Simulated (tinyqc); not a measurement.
# Minimum-mode following (dimer method) and harmonic rate on a two-dimensional model surface, step by step

A worked calculation. Computed by tinyqc, a small Python program that keeps every step. Command: `OMP_NUM_THREADS=1 python tinyqc.py 3027511 3027512 out.jsonl dimer walk`. One thread of a shared host (Intel(R) Xeon(R) Processor @ 2.30GHz), about 0.04 s of CPU time with the checks. Intermediate numbers are printed to about 7 digits and carried at full precision; extremes and crossings named in words are read from the listed rows.

V(x, y) = -A (cos kx + cos ky) - B cos kx cos ky + (C sin ky + S sin kx)(1 - cos kx), k = 2 pi/a; the atom hops from the minimum at (0, 0) to that at (a, 0).

Inputs (values chosen for the exercise, for a model surface):

| quantity | value | unit |
|---|---|---|
| amplitude A | 0.35 | eV |
| amplitude B | 0.067 | eV |
| skew C | 0.12 | eV |
| asymmetry S | 0.06 | eV |
| period a | 3.9 | angstrom |
| start as a fraction of the way from minimum to saddle | 0.61 | - |
| offset of the start in y | -0.088 | angstrom |
| first angle of the dimer | 25 | degrees |
| half length delta | 0.02 | angstrom |
| step factor eta | 2.1 | angstrom^2/eV |

Surface: adatom on a square lattice.

## Stationary points

Newton steps x(new) = x - H^-1 grad V (moves limited to 0.3 angstrom) from (0, 0), (a, 0) and (a/2, 0) give the two minima and the saddle.

positions (angstrom):
```
               x          y
start   0.000000   0.000000
end     3.900000   0.000000
saddle  1.747493  -0.424638
```

energies (eV): start -0.7670000, end -0.7670000, saddle -0.0007518

barrier from the start = 0.7662482 eV

## Starting point

R0 = start minimum + fraction x (saddle - minimum) + (0, offset); in practice such a guess comes from a displaced minimum.

R at the start (angstrom): 1.065971  -0.347029

phi at the start = 25 degrees

## Dimer step 1

Dimer at R with unit axis N = (cos phi, sin phi) and normal T = (-sin phi, cos phi). Gradients g at R +/- delta N and at R +/- delta T give H N and H T by central differences, (g+ - g-)/(2 delta). With C_N = N.H N, C_T = T.H T and b = T.H N, rotate by theta = (1/2) atan2(-2b, C_T - C_N), the angle of least curvature C = (C_N + C_T)/2 - sqrt((C_N - C_T)^2/4 + b^2). Translate along F = -g + 2 (g.N) N if C < 0, else along F = (g.N) N, with the new axis: R(new) = R + eta F, the move limited to 0.2 angstrom.

C_N, C_T, b (eV/angstrom^2): 0.1301914  0.4335705  0.7290196

rotation theta = -39.12299 degrees

phi after step 1 = -14.12299 degrees

least curvature C = -0.4627527 eV/angstrom^2

gradient g (eV/angstrom): 0.6253356  -0.1029004

effective force F (eV/angstrom): 0.5995715  -0.2052976

R after step 1 (angstrom): 1.255186  -0.411818

The curvature is negative, so the force along the axis is inverted.

## Dimer step 2

The formulas are those given above.

C_N, C_T, b (eV/angstrom^2): -0.8063375  0.9808398  -0.1201163

rotation theta = 3.827908 degrees

phi after step 2 = -10.29509 degrees

least curvature C = -0.8143744 eV/angstrom^2

gradient g (eV/angstrom): 0.4944924  -0.0995058

effective force F (eV/angstrom): 0.4978985  -0.0807542

R after step 2 (angstrom): 1.452606  -0.443838

The curvature is negative, so the force along the axis is inverted.

## All steps

R0 = start minimum + fraction x (saddle - minimum) + (0, offset). Stop when |g| is below 1e-5 eV/angstrom, after 150 steps at most.

Course of the dimer:

| step | x (angstrom) | y (angstrom) | E above the start (eV) | C (eV/angstrom^2) | \|g\| (eV/angstrom) |
|---|---|---|---|---|---|
| 1 | 1.065971 | -0.3470295 | 0.5247790 | -0.462753 | 0.6337453 |
| 2 | 1.255186 | -0.4118181 | 0.6383563 | -0.814374 | 0.5044047 |
| 3 | 1.452606 | -0.4438377 | 0.7211005 | -1.035966 | 0.3168540 |
| 4 | 1.652566 | -0.4478568 | 0.7620490 | -1.078479 | 0.1033182 |
| 5 | 1.848958 | -0.4100391 | 0.7612410 | -0.969684 | 0.1035094 |
| 6 | 1.651563 | -0.4422124 | 0.7617665 | -1.081578 | 0.1035485 |
| 7 | 1.849724 | -0.4151559 | 0.7610598 | -0.966043 | 0.1035682 |
| 8 | 1.651019 | -0.4378746 | 0.7615908 | -1.083899 | 0.1036897 |
| 9 | 1.850128 | -0.4190257 | 0.7609567 | -0.963466 | 0.1036000 |
| ... | ... | ... | ... | ... | ... |
| 142 | 1.650534 | -0.4247666 | 0.7612829 | -1.090633 | 0.1039217 |
| 143 | 1.850452 | -0.4304775 | 0.7608250 | -0.956736 | 0.1036379 |
| 144 | 1.650534 | -0.4247666 | 0.7612829 | -1.090633 | 0.1039217 |
| 145 | 1.850452 | -0.4304775 | 0.7608250 | -0.956736 | 0.1036379 |
| 146 | 1.650534 | -0.4247666 | 0.7612829 | -1.090633 | 0.1039217 |
| 147 | 1.850452 | -0.4304775 | 0.7608250 | -0.956736 | 0.1036379 |
| 148 | 1.650534 | -0.4247666 | 0.7612829 | -1.090633 | 0.1039217 |
| 149 | 1.850452 | -0.4304775 | 0.7608250 | -0.956736 | 0.1036379 |
| 150 | 1.650534 | -0.4247666 | 0.7612829 | -1.090633 | 0.1039217 |

final position (angstrom): 1.650534  -0.424767

steps = 150

final |g| = 0.1039217 eV/angstrom

Tail of the gradient series: the residual has stopped falling and repeats with period one or two: the iteration swings between two states

Not converged within 150 steps: the residual has stopped falling and repeats with period one or two: the iteration swings between two states.

Reruns converge with step factor eta = 1.1; or with step factor eta = 0.35. Reruns still fail with step factor eta = 4.2; and with half length delta = 0.001.
